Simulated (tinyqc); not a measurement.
Cluster expansion of a binary alloy: correlations, fit, cross-validation and ground states: one step, computed by the program tinyqc. Command: `OMP_NUM_THREADS=1 python tinyqc.py 3019468 3019469 out.jsonl clex walk`. One thread of a shared host (Intel(R) Xeon(R) Processor @ 2.30GHz), about 0.06 s of CPU time with the checks.

s = +1 for A and -1 for B. Energy per site E = J0 + J1 P(point) + sum over clusters of m V P, with P the mean product of spins; V > 0 on a pair favours unlike neighbours. Clusters per site m: pair 1 2, pair 2 2, pair 3 2, triplet 4; the triplet is two first-neighbour bonds at a right angle. Formation energies are counted from the line between pure A and pure B, which removes J0 and J1.

Question. Formation energies. Exact: X V with V = (V1, V2, V3, Vt). The data to fit add the noise amplitude times the normal numbers, standing for what the clusters leave out.

Inputs (values chosen for the exercise, for a model alloy):

| quantity | value | unit |
|---|---|---|
| first-pair interaction V1 | 17.9 | meV |
| second-pair interaction V2 | -6.9 | meV |
| third-pair interaction V3 | 2.7 | meV |
| triplet interaction Vt | -2.5 | meV |
| noise amplitude | 3.4 | meV/site |

Lattice: square.

X:
```
                      pair 1     pair 2     pair 3    triplet
A                   0.000000   0.000000   0.000000   0.000000
A3B p(2x2)         -2.000000  -2.000000   0.000000  -4.000000
A3B c(4x2)         -2.000000  -2.000000  -1.000000  -4.000000
A2B diagonal rows  -2.666667  -1.333333  -2.666667  -2.666667
A2B rows           -1.333333  -2.666667  -1.333333   0.000000
AB c(2x2)          -4.000000   0.000000   0.000000   0.000000
AB p(2x1)          -2.000000  -4.000000   0.000000   0.000000
A2B2 rows          -1.000000  -2.000000  -2.000000   0.000000
AB2 diagonal rows  -2.666667  -1.333333  -2.666667   2.666667
AB2 rows           -1.333333  -2.666667  -1.333333   0.000000
AB3 p(2x2)         -2.000000  -2.000000   0.000000   4.000000
AB3 c(4x2)         -2.000000  -2.000000  -1.000000   4.000000
B                   0.000000   0.000000   0.000000   0.000000
```

standard normal numbers for the noise (0 for the pure ends): A 0.000, A3B p(2x2) -0.432, A3B c(4x2) -1.393, A2B diagonal rows 0.312, A2B rows -0.013, AB c(2x2) 1.450, AB p(2x1) 0.298, A2B2 rows -0.830, AB2 diagonal rows -1.596, AB2 rows 0.613, AB3 p(2x2) -0.318, AB3 c(4x2) -0.074, B 0.000

Give: exact energies; data.

Answer.

exact energies (meV/site): A 0.000, A3B p(2x2) -12.000, A3B c(4x2) -14.700, A2B diagonal rows -39.067, A2B rows -9.067, AB c(2x2) -71.600, AB p(2x1) -8.200, A2B2 rows -9.500, AB2 diagonal rows -52.400, AB2 rows -9.067, AB3 p(2x2) -32.000, AB3 c(4x2) -34.700, B 0.000

data (meV/site): A 0.000, A3B p(2x2) -13.469, A3B c(4x2) -19.436, A2B diagonal rows -38.006, A2B rows -9.111, AB c(2x2) -66.670, AB p(2x1) -7.187, A2B2 rows -12.322, AB2 diagonal rows -57.826, AB2 rows -6.982, AB3 p(2x2) -33.081, AB3 c(4x2) -34.952, B 0.000
